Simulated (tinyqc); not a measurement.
Comparisons within one model: sp3s* tight binding. A value that a table varies takes the place of the one given here.

sp3s* tight binding, nearest neighbours only: anion (a) at 0, cation (c) at a/4 (1,1,1), orbitals s, px, py, pz, s* on each; k in units of 2 pi/a. With phases e_j = exp(i (pi/2) k.n_j) for n = (1,1,1), (1,-1,-1), (-1,1,-1), (-1,-1,1): g0 = (e1+e2+e3+e4)/4, g1 = (e1+e2-e3-e4)/4, g2 = (e1-e2+e3-e4)/4, g3 = (e1-e2-e3+e4)/4. The diagonal holds the levels Esa, Epa, Exa (s*) and Esc, Epc, Exc. Anion-cation block: <sa|sc> = Vss g0; <sa|xc> = Vsapc g1; <xa|sc> = -Vscpa g1; <xa|xc> = Vxx g0; <xa|yc> = <ya|xc> = Vxy g3, <xa|zc> = <za|xc> = Vxy g2, <ya|zc> = <za|yc> = Vxy g1; <s*a|xc> = Vxapc g1; <xa|s*c> = -Vpaxc g1; y and z take g2 and g3 in place of g1; s-s* and s*-s* vanish.

Values chosen for the exercise (near a published set for Ge, fitted to gaps, whose masses and valley positions are rough; not measured data):
```
symbol  value   unit  meaning
Esa     -5.879  eV    s level of the anion
Epa     1.605   eV    p level of the anion
Esc     -5.879  eV    s level of the cation
Epc     1.605   eV    p level of the cation
Exa     6.387   eV    s* level of the anion
Exc     6.387   eV    s* level of the cation
Vss     -6.789  eV    s-s
Vxx     1.612   eV    px-px
Vxy     4.911   eV    px-py
Vsapc   5.454   eV    s anion, p cation
Vscpa   5.454   eV    s cation, p anion
Vxapc   5.223   eV    s* anion, p cation
Vpaxc   5.223   eV    p anion, s* cation
eta     2             scaling exponent
D001    0.76          ratio -ezz/exx
```

## What the s* orbital does

The s* couplings Vxapc and Vpaxc are scaled by f; f = 0 is the plain sp3 model. Gaps from the top of the valence band at Gamma; the Delta value is the minimum on (x,0,0), 0.5 <= x <= 1.

Gaps (eV):
```
f,Gamma,Delta,L,x of the minimum
0.00,0.9170,3.6334,2.2381,0.500
0.25,0.9170,3.4621,2.0920,0.500
0.50,0.9170,2.8281,1.7231,0.674
0.75,0.9170,1.8216,1.2516,0.789
0.90,0.9170,1.1981,0.9563,0.805
1.00,0.9170,0.7842,0.7617,0.809
1.10,0.9170,0.3739,0.5717,0.810
```

The gap at Gamma stays, since g1 to g3 vanish there. From f = 0 to 1 the s* levels lower the Delta value by 2.849 eV and L by 1.476 eV. For f = 0 and 0.25 the least value lies at x = 0.5, the end of the range: any valley further out lies above that value until s* has lowered it enough. The lowest of the three is Gamma at f = 0 and L at f = 1.

## Hydrostatic strain (sp3s* tight binding, strained)

Strain e moves each bond vector to d = (1 + e) d0 (no internal displacement for the diagonal strains used here) and k is given in fractions of the strained reciprocal cell, so the phases stay. Two-centre values Vss_sigma = Vss/4, Vsp_sigma = sqrt3 V/4 for each s-p and s*-p pair, Vpp_sigma = (Vxx + 2 Vxy)/4, Vpp_pi = (Vxx - Vxy)/4 are scaled by (d0/d)^eta and combined with the new direction cosines; the levels on the diagonal stay.

exx = eyy = ezz = e. Gaps as measured from the top of the valence band; the deformation potentials are (gap(0.01) - gap(-0.01))/0.06.

Gaps (eV):
```
e,Gamma,Delta,L,x of the minimum
-0.03,1.4447,0.8007,1.0262,0.792
-0.02,1.2634,0.7953,0.9347,0.798
-0.01,1.0876,0.7898,0.8466,0.803
0.00,0.9170,0.7842,0.7617,0.809
0.01,0.7515,0.7784,0.6800,0.815
0.02,0.5908,0.7726,0.6015,0.821
0.03,0.4347,0.7665,0.5259,0.826
```

gap deformation potentials (eV): Gamma -5.602, Delta -0.190, L -2.776

Per unit of volume strain the gaps move by -5.60 (Gamma), -0.19 (Delta) and -2.78 eV (L). The lowest valley changes from the Delta line to L between e = -0.01 and 0 and from L to Gamma between e = 0.01 and 0.02. These potentials follow from the one exponent eta, which fitted models replace by one for each integral; with it the sizes are rough, the sign for Delta can be wrong (in Si, Ge and the III-V crystals measured values are small and positive), and the pressures at which valleys cross, and which valley takes over, are rough too. A gap of zero, where one is listed, marks an s level that has sunk below the valence top.

## Biaxial strain splits the top of the valence band (sp3s* tight binding, strained)

No spin-orbit coupling; k = 0; exx = eyy = e, ezz = -D001 e. The four bonds keep equal lengths, and the sums over them give Vxx(e) for px and py and Vzz(e) for pz; each level is the lower root of [[Epa, V], [V, Epc]], and the s level the upper root of the s block. The shear potential b follows from E(x,y) - E(z) = 3 b (exx - ezz), taken as the slope between e = -0.005 and 0.005.

Couplings and levels at Gamma (eV):
```
e,ezz,Vxx(e),Vzz(e),"E(x,y)",E(z),"E(x,y) - E(z) (meV)",upper s level
-0.020,0.0152,1.5197,1.8761,0.0853,-0.2711,356.3,1.0217
-0.010,0.0076,1.5668,1.7423,0.0382,-0.1373,175.5,0.9660
-0.005,0.0038,1.5896,1.6767,0.0154,-0.0717,87.1,0.9380
0.005,-0.0038,1.6339,1.5481,-0.0289,0.0569,-85.8,0.8819
0.010,-0.0076,1.6554,1.4852,-0.0504,0.1198,-170.2,0.8538
0.020,-0.0152,1.6970,1.3618,-0.0920,0.2432,-335.2,0.7973
```

b = -3.274 eV

Under tension in the plane (e > 0) the bonds tilt towards the plane, Vxx grows to 1.6554 and Vzz falls to 1.4852 eV at e = 0.01, and the pz state forms the top of the valence band, by 170.2 meV; under compression (e = -0.01) the px, py pair does, by 175.5 meV. The slope gives b = -3.27 eV, a rough value, since on-site strain terms are left out (measured values lie near -2 eV).

## What each parameter does

Gaps from the top of the valence band at Gamma; Delta is the minimum on (x,0,0), 0.5 <= x <= 1. A change on one sublattice alone makes the two atoms unequal. Each row changes one parameter from the base and keeps the others.

Results:
```
case,Ev (eV),gap Gamma (eV),gap Delta (eV),gap L (eV)
base,-0.0070,0.9170,0.7842,0.7617
Vss = -6.489 eV,-0.0070,0.6170,0.7991,0.6777
Esc = -5.579 eV,-0.0070,1.0687,0.8077,0.8473
Exc = 6.587 eV,-0.0070,0.9170,0.8184,0.7781
Esa = -5.679 eV,-0.0070,1.0177,0.8002,0.8185
Vxapc = 5.423 eV,-0.0070,0.9170,0.6972,0.7231
Vxx = 1.412 eV,0.1930,0.7170,0.5554,0.5353
```

The largest shifts from the base row, up to three for each result and ties (the steps differ in size, so this ranks the rows, not the parameters). Ev (eV): Vxx +0.2000; unchanged at the printed digits by Vss, Esc, Exc, Esa and Vxapc. gap Gamma (eV): Vss -0.3000, Vxx -0.2000, Esc +0.1517; unchanged at the printed digits by Exc and Vxapc. gap Delta (eV): Vxx -0.2288, Vxapc -0.0870, Exc +0.0342. gap L (eV): Vxx -0.2264, Esc +0.0855, Vss -0.0840. Exc and Vxapc cannot move Ev or the gap at Gamma, whose blocks do not hold them; s parameters never move Ev, and move the gap only where the lowest empty level at Gamma is s-like.

tinyqc: `OMP_NUM_THREADS=1 python tinyqc.py 1481646 1481647 out.jsonl`; about 0.2 s, one thread, shared Intel(R) Xeon(R) Processor @ 2.30GHz.
